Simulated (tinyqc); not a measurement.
Worked calculation: Hubbard chain of 3 sites. One step of it, computed by the program tinyqc.

Problem. Mean-field iteration 1. H(up) = T + U n(down), H(down) = T + U n(up); fill the lowest levels; n(new) = n + mixing (n(out) - n); E = tr T (rho up + rho down) + U sum n_up n_down of the output.

one-body matrix (hopping and site energies) (eV):
```
           1          2          3
1  -0.910000  -1.220000   0.000000
2  -1.220000  -0.240000  -1.220000
3   0.000000  -1.220000  -0.680000
```

U = 8.200000 eV

electrons, up and down: 1  1

mixing = 0.200000

n(up) at the start (a guess, not normalised): 1 0.783000, 2 0.000000, 3 0.783000

n(down) at the start (a guess): 1 0.000000, 2 0.783000, 3 0.000000

Give: levels, up; levels, down; energy; n(up) after iteration 1; n(down) after iteration 1.

Solution.

levels, up (eV): -1.2274  -0.7661  6.5841

levels, down (eV): -0.7100  5.6009  6.1204

energy = -2.0481 eV

n(up) after iteration 1: 1 0.7689, 2 0.0096, 3 0.6743

n(down) after iteration 1: 1 0.0072, 2 0.8126, 3 0.0067
